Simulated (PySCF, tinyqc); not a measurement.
Worked calculation: MP2 on RHF in the 6-31g basis, for H4, spin multiplicity 1. The lowest restricted solution is unstable here: a spin-polarised one lies 0.0055 hartree lower (PySCF). One step of it, computed by the program tinyqc.

Task: Second-order Moller-Plesset energy. E2 = sum_ijab (ia|jb) [2 (ia|jb) - (ib|ja)] / (e_i + e_j - e_a - e_b) over occupied i, j and virtual a, b; the opposite-spin part is (ia|jb)^2 / denominator, the rest is same-spin, and SCS-MP2 scales them by 6/5 and 1/3.

orbital energies (hartree): MO1 -0.626917, MO2 -0.398312, MO3 0.059544, MO4 0.253852, MO5 0.920535, MO6 1.038783, MO7 1.113830, MO8 1.144330

Two-electron integrals over orbitals (pq|rs), unique and non-zero (hartree):
```
(11|11) 0.447069    (21|21) 0.134177    (22|11) 0.422675    (22|22) 0.415908
(31|31) 0.082976    (32|32) 0.045659    (33|11) 0.378415    (33|22) 0.358865
(33|33) 0.355538    (41|32) 0.044738    (41|41) 0.043871    (42|31) 0.072856
(42|42) 0.072287    (43|21) 0.093469    (43|43) 0.082886    (44|11) 0.348594
(44|22) 0.344725    (44|33) 0.326871    (44|44) 0.319286    (51|21) -0.048268
(51|43) -0.025307   (51|51) 0.041720    (52|11) -0.089075   (52|22) -0.077141
(52|33) -0.058803   (52|44) -0.044190   (52|52) 0.057274    (53|32) -0.013615
(53|41) -0.012757   (53|53) 0.019971    (54|31) -0.011003   (54|42) -0.006041
(54|54) 0.025127    (55|11) 0.380997    (55|22) 0.375008    (55|33) 0.330097
(55|44) 0.318980    (55|52) -0.066001   (55|55) 0.354300    (61|11) 0.066717
(61|22) 0.067903    (61|33) 0.039868    (61|44) 0.038405    (61|52) -0.044894
(61|55) 0.059345    (61|61) 0.044249    (62|21) 0.055880    (62|43) 0.030574
(62|51) -0.042619   (62|62) 0.046585    (63|31) 0.003157    (63|42) 0.005940
(63|54) -0.020961   (63|63) 0.024741    (64|32) 0.013800    (64|41) 0.013084
(64|53) -0.019654   (64|64) 0.020703    (65|21) -0.114831   (65|43) -0.083112
(65|51) 0.043933    (65|62) -0.050989   (65|65) 0.110645    (66|11) 0.398781
(66|22) 0.385062    (66|33) 0.347143    (66|44) 0.325938    (66|52) -0.077109
(66|55) 0.359609    (66|61) 0.060691    (66|66) 0.377556    (71|31) -0.044132
(71|42) -0.042064   (71|54) 0.027120    (71|63) -0.027169   (71|71) 0.051441
(72|32) -0.037758   (72|41) -0.036529   (72|53) 0.027842    (72|64) -0.029089
(72|72) 0.051672    (73|11) -0.082722   (73|22) -0.079853   (73|33) -0.047359
(73|44) -0.044258   (73|52) 0.044969    (73|55) -0.069245   (73|61) -0.042027
(73|66) -0.071046   (73|73) 0.049101    (74|21) -0.052370   (74|43) -0.027756
(74|51) 0.036163    (74|62) -0.039862   (74|65) 0.046900    (74|74) 0.038779
(75|32) 0.050776    (75|41) 0.049395    (75|53) -0.025971   (75|64) 0.026195
(75|72) -0.055982   (75|75) 0.072944    (76|31) -0.084062   (76|42) -0.078645
(76|54) 0.022229    (76|63) -0.017142   (76|71) 0.061561    (76|76) 0.107643
(77|11) 0.420709    (77|22) 0.406289    (77|33) 0.367713    (77|44) 0.343663
(77|52) -0.096639   (77|55) 0.378404    (77|61) 0.079423    (77|66) 0.396841
(77|73) -0.084856   (77|77) 0.430651    (81|32) -0.036985   (81|41) -0.035642
(81|53) 0.028134    (81|64) -0.028197   (81|72) 0.050162    (81|75) -0.054966
(81|81) 0.049710    (82|31) -0.050663   (82|42) -0.045812   (82|54) 0.030264
(82|63) -0.026749   (82|71) 0.054139    (82|76) 0.068976    (82|82) 0.059099
(83|21) -0.053921   (83|43) -0.029737   (83|51) 0.038170    (83|62) -0.040452
(83|65) 0.048386    (83|74) 0.038977    (83|83) 0.040422    (84|11) -0.092962
(84|22) -0.085377   (84|33) -0.060789   (84|44) -0.048265   (84|52) 0.050480
(84|55) -0.072269   (84|61) -0.041894   (84|66) -0.080794   (84|73) 0.047684
(84|77) -0.096178   (84|84) 0.052736    (85|31) 0.079702    (85|42) 0.076395
(85|54) -0.020518   (85|63) 0.019360    (85|71) -0.061556   (85|76) -0.102034
(85|82) -0.066410   (85|85) 0.100366    (86|32) -0.053698   (86|41) -0.052305
(86|53) 0.027022    (86|64) -0.027878   (86|72) 0.059341    (86|75) -0.076806
(86|81) 0.057710    (86|86) 0.081228    (87|21) 0.136738    (87|43) 0.098943
(87|51) -0.065001   (87|62) 0.072970    (87|65) -0.130747   (87|74) -0.064444
(87|83) -0.066967   (87|87) 0.165172    (88|11) 0.420163    (88|22) 0.407799
(88|33) 0.362918    (88|44) 0.344160    (88|52) -0.096755   (88|55) 0.381684
(88|61) 0.082571    (88|66) 0.395374    (88|73) -0.089798   (88|77) 0.429110
(88|84) -0.096510   (88|88) 0.431750
```

Hartree-Fock energy = -2.07911254 hartree

Give: Terms; Pair energies; MP2 correlation energy; SCS-MP2 correlation energy; MP2 total energy.

Result:

Terms:
```
i  j  a  b  (ia|jb)  (ib|ja)  denominator       term
1  2  3  4    0.073    0.045       -1.339     -0.005
2  1  4  3    0.073    0.045       -1.339     -0.005
1  1  3  3    0.083    0.083       -1.373     -0.005
2  2  4  4    0.072    0.072       -1.304  -4.01e-03
2  2  3  3    0.046    0.046       -0.916  -2.28e-03
2  1  8  3   -0.051   -0.037       -2.229  -1.46e-03
1  2  3  8   -0.051   -0.037       -2.229  -1.46e-03
2  2  5  5    0.057    0.057       -2.638  -1.24e-03
2  2  8  8    0.059    0.059       -3.085  -1.13e-03
1  1  4  4    0.044    0.044       -1.762  -1.09e-03
1  2  7  8    0.054    0.050       -3.283  -9.58e-04
2  1  8  7    0.054    0.050       -3.283  -9.58e-04
2  2  8  4   -0.046   -0.046       -2.195  -9.56e-04
2  2  4  8   -0.046   -0.046       -2.195  -9.56e-04
2  2  7  7    0.052    0.052       -3.024  -8.83e-04
2  1  4  7   -0.042   -0.037       -2.393  -8.37e-04
1  2  7  4   -0.042   -0.037       -2.393  -8.37e-04
1  1  3  7   -0.044   -0.044       -2.427  -8.02e-04
1  1  7  3   -0.044   -0.044       -2.427  -8.02e-04
1  1  7  7    0.051    0.051       -3.481  -7.60e-04
2  2  6  6    0.047    0.047       -2.874  -7.55e-04
2  2  3  7   -0.038   -0.038       -1.970  -7.24e-04
2  2  7  3   -0.038   -0.038       -1.970  -7.24e-04
2  1  5  6   -0.045   -0.043       -2.985  -7.10e-04
1  2  6  5   -0.045   -0.043       -2.985  -7.10e-04
2  1  7  8    0.050    0.054       -3.283  -7.06e-04
1  2  8  7    0.050    0.054       -3.283  -7.06e-04
1  1  8  8    0.050    0.050       -3.542  -6.98e-04
1  1  6  6    0.044    0.044       -3.331  -5.88e-04
2  1  6  5   -0.043   -0.045       -2.985  -5.76e-04
1  2  5  6   -0.043   -0.045       -2.985  -5.76e-04
1  1  5  5    0.042    0.042       -3.095  -5.62e-04
2  1  3  4    0.045    0.073       -1.339  -5.55e-04
1  2  4  3    0.045    0.073       -1.339  -5.55e-04
1  1  8  4   -0.036   -0.036       -2.652  -4.79e-04
1  1  4  8   -0.036   -0.036       -2.652  -4.79e-04
1  2  4  7   -0.037   -0.042       -2.393  -4.73e-04
2  1  7  4   -0.037   -0.042       -2.393  -4.73e-04
1  2  8  3   -0.037   -0.051       -2.229  -3.87e-04
2  1  3  8   -0.037   -0.051       -2.229  -3.87e-04
```

Pair energies (hartree; pair i-j sums ij and ji):
```
pair  opposite spin  same spin
1-1          -0.011          0
2-1          -0.023  -1.39e-03
2-2          -0.014          0
```

MP2 correlation energy = -0.04925 hartree

SCS-MP2 correlation energy = -0.05790 hartree

MP2 total energy = -2.12837 hartree
